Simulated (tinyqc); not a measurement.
Position of the spike: inter-valley coupling by envelope functions against a chain of atomic planes.

Chain: E(phi) = e0 + 2 v cos(phi) + 2 u cos(2 phi), cos(phi0) = -v/(4u), e0 = 2u + v^2/(4u); plane j = 0, 1, ... has the potential V_j = dE x_j + F (j - 30) a/4 (1 MV/m = 1e-4 V/angstrom). There are 30 barrier planes a side; with y = j - 29.5, x_j = xb (f(y) + f(Nw - y)), f(y) = 1/(1 + exp(y/L)), plus any Ge added in the well. The valley splitting is the spacing of the two lowest levels. Envelope theory: F_j solves a one-valley chain with hopping -b and diagonal 2b + V_j, b = 4u sin^2(phi0), sum F_j^2 = 1; the valleys couple by Dv = sum_j F_j^2 V_j exp(-2 i phi0 j) and split by 2|Dv|.

Inputs chosen for the exercise (near those of the Delta valleys of silicon in a SiGe well; shifted at random, so the results belong to these values and not to a real crystal): a = 5.431 angstrom (lattice constant; planes lie a/4 apart); u = 0.606 eV (second-neighbour hopping); v = 0.56 eV (nearest hopping); Nw = 38 (planes in the well); L = 1.25 planes (interface width); xb = 0.26 (Ge fraction of the barriers); dE = 0.6 eV (offset per unit Ge fraction); F = 2 MV/m (field); xs = 0.14 (Ge fraction added on that plane).

The spike is moved through the well; position counted from the first well plane, j - 30.

Against position:
```
j - 30  F_j^2, smooth  mean of the doublet (meV)  splitting, chain (micro-eV)  envelope  first order
2             0.00841                      17.23                         1084      1060         1413
5             0.01776                      17.79                         2208      2157         2984
8             0.02829                      18.46                         3554      3485         4752
11            0.03753                      19.16                         4935      4876         6304
15            0.04476                      19.84                         6308      6267         7520
19            0.04448                      19.85                         6334      6296         7473
25            0.03206                      18.76                         4149      4094         5386
30            0.01712                      17.74                         2106      2058         2876
36            0.00359                      16.92                          474       465          603
```

What does the comparison show?

The splitting is largest at plane 19 among these rows (6334 micro-eV), and the smooth envelope peaks at plane 17, counting all planes; without a spike it is 0.49. Where the splitting exceeds 20 micro-eV the envelope theory lies within 2.3 % of the chain and first order within 37 %.

Program tinyqc; command `OMP_NUM_THREADS=1 python tinyqc.py 1451116 1451117 out.jsonl`; about 0.04 s on one thread of a shared Intel(R) Xeon(R) Processor @ 2.30GHz.
